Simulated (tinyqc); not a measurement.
Tight binding, kagome lattice, step by step. One step of it, computed by the program tinyqc.

Question. Levels at K. Diagonalise the Hermitian matrix.

H(k) at K (eV), lower triangle (Hermitian):
```
                     A                    B         C
A             0.000000
B  -0.925000-0.407032i             0.000000
C  -0.925000+0.407032i  -0.925000-0.407032i  0.000000
```

Give: eigenvalues; weights |c|^2 of the basis functions.

Answer.

eigenvalues (eV): -1.8500  0.2200  1.6300

weights |c|^2 of the basis functions:
```
   band 1  band 2  band 3
A  0.3333  0.3333  0.3333
B  0.3333  0.3333  0.3333
C  0.3333  0.3333  0.3333
```
